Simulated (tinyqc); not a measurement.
## One level coupled to a phonon between two leads, self-consistent Born approximation: effect of the level position

Wide-band leads with mu_L = +V/2 and mu_R = -V/2; phonons in equilibrium, Nq = 1/(exp(w0/kB T) - 1). Scattering links only energies that differ by w0, so a ladder E_k = E1 + k w0 closes on itself; terms that reach past its ends are dropped. Gn and Gp are the electron and hole parts of the spectral function A = Gn + Gp.

|G|^2 = 1/[(E - ed)^2 + (GL + GR + Sin + Sout)^2/4], Gn = |G|^2 (GL fL + GR fR + Sin), Gp = |G|^2 (GL (1 - fL) + GR (1 - fR) + Sout), f = 1/(1 + exp((E - mu)/kB T)). Sin(E) = M^2 [(Nq + 1) Gn(E + w0) + Nq Gn(E - w0)], Sout(E) = M^2 [(Nq + 1) Gp(E - w0) + Nq Gp(E + w0)]. Spectral currents into the level: iL = GL [fL Gp - (1 - fL) Gn], iR = GR [fR Gp - (1 - fR) Gn]. Here E - ed is replaced by E - ed - R(E), with the real part R(E) = (1/2 pi) P int [Sin + Sout](y) dy/(E - y). The total for one spin is I = (q/h) times the integral of iL over all E (all ladders, each long enough that its ends do not matter); the power given to phonons is (1/h) times the integral of E (iL + iR).

Values chosen for this exercise:
```
symbol  value  unit                           meaning
T          77     K  temperature of leads and phonons
w0         63   meV                     phonon energy
GL         37   meV         coupling to the left lead
GR         48   meV        coupling to the right lead
M          14   meV    electron-phonon matrix element
V         100    mV                              bias
```

Constants: q = 1.602176634e-19 C, kB = 1.380649e-23 J/K, h = 6.62607015e-34 J s, Vt = kB T/q. Results are converted to the units shown.

Results:

| ed (meV) | I (uA) | I without phonons (uA) | ratio of the two | power to phonons (nW) | share of I V (%) |
|---|---|---|---|---|---|
| 0 | 2.703 | 2.751 | 0.9827 | 3.436 | 1.271 |
| 26 | 2.472 | 2.499 | 0.9893 | 2.926 | 1.183 |
| 52 | 1.837 | 1.825 | 1.007 | 1.708 | 0.9294 |
| 78 | 1.138 | 1.115 | 1.021 | 0.7152 | 0.6285 |
| 104 | 0.6803 | 0.6657 | 1.022 | 0.2741 | 0.4029 |
| 156 | 0.2973 | 0.2933 | 1.014 | 0.05568 | 0.1873 |
| 182 | 0.2161 | 0.2139 | 1.011 | 0.02985 | 0.1381 |
| 208 | 0.1641 | 0.1628 | 1.008 | 0.01738 | 0.1059 |

Estimate the missing row, ed = 130 meV.

Computed row:

| ed (meV) | I (uA) | I without phonons (uA) | ratio of the two | power to phonons (nW) | share of I V (%) |
|---|---|---|---|---|---|
| 130 | 0.4335 | 0.4260 | 1.018 | 0.1157 | 0.2670 |

With this row back in the table: I falls from 2.70 to 0.164 uA as the level leaves the window |E| < 50 meV; the ratio to the current without phonons goes from 0.983 through a maximum of 1.02 (at ed = 104 meV among the rows listed) to 1.01. The power to phonons falls from 3.44 to 0.0174 nW.

Range of the model: The self-consistent Born approximation keeps only non-crossing phonon lines and no Hartree shift; it is rough once the coupling nears the phonon energy.

Numbers from tinyqc (`OMP_NUM_THREADS=1 python tinyqc.py 2720007 2720008 out.jsonl`; about 0.04 s on one thread of a shared Intel Xeon 2.30GHz).
